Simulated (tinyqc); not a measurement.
Worked calculation: molecular dynamics of a small cluster by velocity Verlet steps. Computed by tinyqc, a small Python program that keeps every step. Command: `OMP_NUM_THREADS=1 python tinyqc.py 3010101 3010102 out.jsonl verlet walk`. One thread of a shared host (Intel(R) Xeon(R) Processor @ 2.30GHz), about 0.05 s of CPU time with the checks. Intermediate numbers are printed to about 7 digits and carried at full precision; extremes and crossings named in words are read from the listed rows.

E = sum_(i<j) phi(r_ij), phi(r) = eps [exp(-2 alpha (r - r0)) - 2 exp(-alpha (r - r0))]; the force on i is -sum_j phi'(r_ij) (R_i - R_j)/r_ij.

Inputs (values chosen for the exercise, for model atoms): length r0 = 3.01 angstrom; well depth eps = 0.76 eV; stiffness alpha = 1.82 1/angstrom; atomic mass M = 108 u; time step dt = 8.1 fs; steps = 100.

Potential: Morse. Thermostat: none.

starting positions (angstrom), rows atom 1, atom 2, atom 3, atom 4, columns x, y, z:
```
[[0.05, -0.04, -0.02],
 [2.98, 0.01, 0.03],
 [1.53, 2.65, -0.01],
 [1.55, 0.91, 2.49]]
```

starting velocities (angstrom/fs), rows atom 1, atom 2, atom 3, atom 4, columns x, y, z:
```
[[-0.00017, -0.00075, 0.00428],
 [0.00233, 0.00181, -0.00207],
 [-0.00139, -0.00022, -0.00134],
 [-0.00077, -0.00084, -0.00087]]
```

Constants: 1 eV/(angstrom u) = 9.648533212e-03 angstrom/fs^2; k_B = 8.617333262e-05 eV/K.

## State at the start

Velocity Verlet: a = c F/M with c = 9.648533212e-3 angstrom/fs^2 per eV/(angstrom u); R(new) = R + v dt + a dt^2/2; v(new) = v + (a + a(new)) dt/2. Kinetic energy K = M v^2/(2c); temperature T = 2K/((3N - 3) k_B), rotation of the cluster included.

forces (eV/angstrom), rows atom 1, atom 2, atom 3, atom 4, columns x, y, z:
```
[[-0.2377827, 0.3014203, 0.2148608],
 [0.5557526, -0.0233805, -0.1057653],
 [-0.1176396, -0.3293893, 0.1341111],
 [-0.2003303, 0.0513495, -0.2432065]]
```

potential energy = -4.519426 eV

kinetic energy = 0.2111704 eV

temperature = 544.5624 K

## Step 1

The formulas are those given above.

positions after step 1 (angstrom), rows atom 1, atom 2, atom 3, atom 4, columns x, y, z:
```
[[0.047926, -0.045192, 0.015298],
 [3.000502, 0.024592, 0.012923],
 [1.518396, 2.647253, -0.020461],
 [1.543176, 0.903346, 2.482240]]
```

new forces (eV/angstrom), rows atom 1, atom 2, atom 3, atom 4, columns x, y, z:
```
[[-0.1515999, 0.2500715, 0.0987597],
 [0.3540407, 0.0025749, -0.0477505],
 [-0.1115621, -0.3348177, 0.1527576],
 [-0.0908786, 0.0821714, -0.2037668]]
```

velocities after step 1 (angstrom/fs), rows atom 1, atom 2, atom 3, atom 4, columns x, y, z:
```
[[-0.000310886, -0.000550459, 0.004393474],
 [0.002659181, 0.001802472, -0.002125545],
 [-0.001472930, -0.000460323, -0.001236205],
 [-0.000875365, -0.000791689, -0.001031724]]
```

total energy = -4.308602 eV

## Step 2

The formulas are those given above.

positions after step 2 (angstrom), rows atom 1, atom 2, atom 3, atom 4, columns x, y, z:
```
[[0.044964, -0.048917, 0.051174],
 [3.023079, 0.039200, -0.004434],
 [1.506139, 2.642543, -0.030027],
 [1.535819, 0.897175, 2.473286]]
```

new forces (eV/angstrom), rows atom 1, atom 2, atom 3, atom 4, columns x, y, z:
```
[[-0.0856860, 0.1792664, -0.0562026],
 [0.1452564, 0.0248610, 0.0151592],
 [-0.1014397, -0.3260185, 0.1605151],
 [0.0418692, 0.1218912, -0.1194718]]
```

velocities after step 2 (angstrom/fs), rows atom 1, atom 2, atom 3, atom 4, columns x, y, z:
```
[[-0.000396741, -0.000395116, 0.004408872],
 [0.002839837, 0.001812399, -0.002137337],
 [-0.001549998, -0.000699427, -0.001122857],
 [-0.000893098, -0.000717856, -0.001148678]]
```

total energy = -4.308857 eV

## Fastest vibration

Relax the cluster, diagonalise the Hessian (central differences): omega_max = sqrt(c lambda_max/M). Verlet steps are stable for omega_max dt < 2.

omega_max = 0.04241717 1/fs

shortest period = 148.1284 fs

omega_max dt = 0.3435791

The step is 1/18.3 of the shortest period.

## The trajectory

Spread = largest minus smallest value. The test of the step is the spread (largest minus smallest) of the total energy over the run without thermostat, against the spread of K; the step passes below 5 %. The mean T is over the second half.

Course of the run (evenly spaced rows):
```
step  t (fs)     U (eV)     K (eV)  U + K (eV)     T (K)
0        0.0  -4.519426  0.2111704   -4.308256  544.5624
7       56.7  -4.436107  0.1287870   -4.307320  332.1136
14     113.4  -4.461229  0.1532057   -4.308024  395.0842
21     170.1  -4.499547  0.1911438   -4.308403  492.9182
28     226.8  -4.459846  0.1518822   -4.307964  391.6711
35     283.5  -4.444218  0.1364471   -4.307771  351.8673
42     340.2  -4.533260  0.2242403   -4.309020  578.2667
49     396.9  -4.439199  0.1312244   -4.307975  338.3992
56     453.6  -4.444149  0.1363246   -4.307824  351.5514
63     510.3  -4.495492  0.1872387   -4.308254  482.8476
70     567.0  -4.456864  0.1489493   -4.307915  384.1078
77     623.7  -4.459836  0.1519071   -4.307929  391.7352
84     680.4  -4.495525  0.1869281   -4.308596  482.0468
91     737.1  -4.465635  0.1574175   -4.308217  405.9454
98     793.8  -4.457184  0.1490219   -4.308162  384.2949
```

spread of the total energy = 0.001885665 eV

spread of the total over spread of K = 0.01501769

mean temperature = 407.7550 K

The total energy keeps within 1.5 % of the swings of K, so the step passes.

## Energy conservation against the time step

Runs without thermostat over the same span of time, steps x dt; spread = largest minus smallest value. For contrast, the energy gained over the first 30 dt (dt of the inputs) by explicit Euler steps: R(new) = R + v dt, v(new) = v + a dt.

Energy error (eV):
```
dt (fs)  omega_max dt  Verlet, spread of U + K  Euler, gain in U + K
1.0125       0.042947             2.943501e-05              0.033587
2.0250       0.085895             1.178356e-04              0.074697
4.0500       0.171790             4.680860e-04              0.186162
8.1000       0.343579             1.885665e-03              0.576140
16.2000      0.687158             7.827152e-03              1.699118
24.3000      1.030737             1.655459e-02              3.848488
```

The Verlet error grows as dt^2.00 between the first rows, the second order of the method. Euler steps gain energy steadily: over that short span the gain in the first row is already 1100 times the Verlet spread of the whole run, and it grows as dt^1.15, tending to the first order of that method as dt shrinks. Caution: where the Euler gain approaches or exceeds the binding energy the cluster has blown apart.

Checks made by the program: time reversal over 50 steps (relative difference below 1e-10).
